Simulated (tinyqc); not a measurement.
From results back to parameters: carbon nanotube by zone folding. Two cases, with inputs chosen for the exercise.

Problem. d = sqrt3 acc sqrt(n^2 + nm + m^2)/pi and tan(theta) = sqrt3 m/(2n + m). Diameter and chiral angle below belong to a hidden tube.

Case 1.

Values chosen (out of a larger set: near those used for carbon; not measured data): acc = 1.44 angstrom (bond length).

d = 19.070 angstrom
theta = 16.76 degrees

Case 2.

Values chosen (out of a larger set: near those used for carbon; not measured data): acc = 1.44 angstrom (bond length).

d = 6.783 angstrom
theta = 5.82 degrees

Find: n, m; type in zone folding.

Solution. With L = pi d/a, a = sqrt3 acc, the components of C are n + m/2 = L cos(theta) and sqrt3 m/2 = L sin(theta). The tube is metallic where n - m is a multiple of three.

Case 1.

n, m: 19  8

type in zone folding: semiconducting

Case 2.

n, m: 8  1

type in zone folding: semiconducting

Computed by tinyqc, one run a case: `OMP_NUM_THREADS=1 python tinyqc.py N N+1 out.jsonl` with N = 1481958, 1482028; one thread of a shared Intel(R) Xeon(R) Processor @ 2.30GHz, about 0.03 s a run at most.
